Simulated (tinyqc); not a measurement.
Carrier statistics of a doped semiconductor with parabolic bands, step by step. Values are carried at full precision from step to step, so a last printed digit may differ when a step is redone from the rounded ones.

Constants: kB = 8.617333262e-05 eV/K; hbar^2/2m0 = 3.80998211 eV angstrom^2.

Inputs chosen for the exercise (near those of InSb; shifted at random, so the results belong to these values and not to a real crystal):
- Eg0 = 0.2349 eV (gap at 0 K)
- al = 0.000327 eV/K (Varshni alpha)
- be = 174 K (Varshni beta)
- T = 300 K
- ml = 0.0134 m0 (longitudinal electron mass)
- mt = 0.0134 m0 (transverse electron mass)
- Mv = 1 (equivalent valleys)
- mhh = 0.432 m0 (heavy-hole mass)
- mlh = 0.0154 m0 (light-hole mass)
- ND = 1.4e+12 1/cm^3 (donors)
- NA = 2.3e+14 1/cm^3 (acceptors)
- ED = 0.000983 eV (donor level below Ec)
- EA = 0.00995 eV (acceptor level above Ev)

## Gap and thermal energy

Eg(T) = Eg0 - al T^2/(T + be) (Varshni).

Eg = 0.17281 eV
kT = 0.025852 eV

The gap has shrunk by 62.1 meV from 0 K and is 6.7 kT wide.

## Effective densities of states

m_de = Mv^(2/3) (ml mt^2)^(1/3); m_dh = (mhh^(3/2) + mlh^(3/2))^(2/3); N = 2 (m kB T/(4 pi c))^(3/2) with c = hbar^2/2m0, in 1/angstrom^3; times 1e24 for 1/cm^3.

m_de = 0.0134 m0
m_dh = 0.4339 m0
Nc = 3.8925e+16 1/cm^3
Nv = 7.1732e+18 1/cm^3

The light holes supply 0.7 % of Nv, and Nc/Nv = 0.00543.

## Intrinsic density and level

With Boltzmann statistics ni = sqrt(Nc Nv) exp(-Eg/2kT) and Ei = Eg/2 + (kT/2) ln(Nv/Nc), counted from Ev.

ni = 1.87e+16 1/cm^3
Ei = 0.1538 eV

Ei lies 67.4 meV above midgap, towards the band with the smaller density of states. Ei is within 3 kT of a band edge, so this Boltzmann value of ni is only rough.

## Neutrality by bisection

Energies are counted from Ev, so Ec = Eg. n = Nc F_1/2((EF - Eg)/kT), p = Nv F_1/2(-EF/kT), ND+ = ND/(1 + 2 exp((EF - Eg + ED)/kT)), NA- = NA/(1 + 4 exp((EA - EF)/kT)); neutrality asks p + ND+ = n + NA-. F_j(eta) = (1/Gamma(j + 1)) integral_0^infinity x^j dx/(1 + exp(x - eta)), which tends to exp(eta) for eta << 0.

Start from the bracket [-0.2 eV, Eg + 0.2 eV]; at the midpoint EF take the sign of p + ND+ - n - NA-; where it is positive EF must rise. Fourteen steps are shown.

Bisection (eV, 1/cm^3):
```
step       low     high       EF         n         p       ND+       NA-  sign
1     -0.20000  0.37281  0.08641  1.36e+15  2.50e+17  1.30e+12  1.90e+14     +
2      0.08641  0.37281  0.22961  1.21e+17  9.96e+14  7.11e+10  2.30e+14     -
3      0.08641  0.22961  0.15801  1.86e+16  1.59e+16  6.45e+11  2.27e+14     -
4      0.08641  0.15801  0.12221  5.24e+15  6.33e+16  1.08e+12  2.19e+14     +
5      0.12221  0.15801  0.14011  1.00e+16  3.17e+16  8.83e+11  2.24e+14     +
6      0.14011  0.15801  0.14906  1.37e+16  2.24e+16  7.65e+11  2.26e+14     +
7      0.14906  0.15801  0.15353  1.60e+16  1.89e+16  7.05e+11  2.26e+14     +
8      0.15353  0.15801  0.15577  1.72e+16  1.73e+16  6.75e+11  2.27e+14     -
9      0.15353  0.15577  0.15465  1.66e+16  1.81e+16  6.90e+11  2.27e+14     +
10     0.15465  0.15577  0.15521  1.69e+16  1.77e+16  6.82e+11  2.27e+14     +
11     0.15521  0.15577  0.15549  1.71e+16  1.75e+16  6.79e+11  2.27e+14     +
12     0.15549  0.15577  0.15563  1.72e+16  1.74e+16  6.77e+11  2.27e+14     +
13     0.15563  0.15577  0.15570  1.72e+16  1.74e+16  6.76e+11  2.27e+14     -
14     0.15563  0.15570  0.15566  1.72e+16  1.74e+16  6.76e+11  2.27e+14     -
```

Each step halves the bracket, which is 0.070 meV wide at the last row.

## The neutral state

Solve the neutrality condition for EF to convergence.

EF = 0.1557 eV
n = 1.72e+16 1/cm^3
p = 1.74e+16 1/cm^3
ND+ = 6.76e+11 1/cm^3
NA- = 2.27e+14 1/cm^3

The material is nearly intrinsic; 98.6 % of the acceptors are ionised. EF lies 6.02 kT inside the gap from the valence edge, but within 3 kT of the other edge or beyond it, so the Fermi integral is needed; n p/(Nc Nv exp(-Eg/kT)) = 0.856.

## Checks

- F_1/2(1) by the trapezoid rule against adaptive quadrature: both 1.575641.
- Positive against negative charge at the solution (1/cm^3): both 1.73954e+16.

tinyqc: `OMP_NUM_THREADS=1 python tinyqc.py 1680468 1680469 out.jsonl`; about 0.01 s, one thread, shared Intel(R) Xeon(R) Processor @ 2.30GHz.
